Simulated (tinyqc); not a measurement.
Thermal, flicker and telegraph noise of a field-effect transistor: one step, computed by the program tinyqc.

Strong inversion, threshold roll-off and channel-length modulation left out; noise sources are uncorrelated and are given as one-sided spectral densities.

Question. Flicker noise. C_ox = 3.9 eps_0/t; V_c = 2 v_s L/mu; I = W C_ox v_s V_ov^2/(V_ov + V_c); g_m = W C_ox v_s V_ov (V_ov + 2 V_c)/(V_ov + V_c)^2; g_d0 = mu C_ox (W/L) V_ov. Tunnelling length lambda = hbar/(2 sqrt(2 m_ox phi)); flat-band noise S_Vfb = e^2 k_B T lambda N_t/(W L C_ox^2 f). Hooge: S_I = I^2 alpha_H/(f N), N = W L C_ox V_ov/e (the source-end density).

Inputs (values chosen for the exercise, modelled on a silicon n-channel): width W = 0.25 micrometre; length L = 220 nm; electrical oxide thickness t = 1.7 nm; mobility mu = 83 cm^2/(V s); saturation velocity v_s = 0.71 1e7 cm/s; overdrive V_ov = 0.62 V; oxide trap density N_t = 4.3e+18 1/(eV cm^3); oxide barrier phi = 1.7 eV; oxide mass m_ox = 0.34 m_0; Hooge parameter alpha_H = 7.9e-06; frequency f = 4000 Hz; temperature T = 300 K.

Operating region: saturation. Flicker model: Hooge.

drain current I = 31.61476 microampere

Constants: eps_0 = 8.8541878128e-12 F/m; hbar = 1.054571817e-34 J s; m_0 = 9.1093837015e-31 kg; e = 1.602176634e-19 C; k_B = 8.617333262e-05 eV/K.

Give: tunnelling length lambda; S_Vfb; flicker S_I; flicker S_I/I^2.

Answer.

tunnelling length lambda = 1.284 angstrom

S_Vfb = 4.036e-12 V^2/Hz

flicker S_I = 4.566e-22 A^2/Hz

flicker S_I/I^2 = 4.568e-13 1/Hz
